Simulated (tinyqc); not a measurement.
## Potential step from the flux

Problem. On one interval J = (q mu Vt/hx) [nb B(d) - na B(-d)], B(d) = d/(exp(d) - 1), d = (psi_b - psi_a)/Vt. Find psi_b - psi_a, and the step at which J would vanish.

Parameters, values chosen for the exercise:
```
symbol,value,unit,meaning
T,300,K,temperature
mu,4950,cm^2/(V s),electron mobility
na,2.8e15,cm^-3,density at the left node
nb,1.3e15,cm^-3,density at the right node
hx,60,nm,node spacing
```

Constants: q = 1.602176634e-19 C, kB = 1.380649e-23 J/K, Vt = kB T/q. Results are converted to the units shown.

J = -20837.835 A/cm^2

Solution. B(d) falls and B(-d) rises with d, so J falls steadily with the step and one value matches. J = 0 needs nb/na = exp(d), the Boltzmann ratio.

psi_b - psi_a = 0.05200 V
step for J = 0 = -0.01984 V

Program tinyqc, `OMP_NUM_THREADS=1 python tinyqc.py 2220004 2220005 out.jsonl`; Intel Xeon 2.30GHz, shared host, one thread, about 0.01 s.
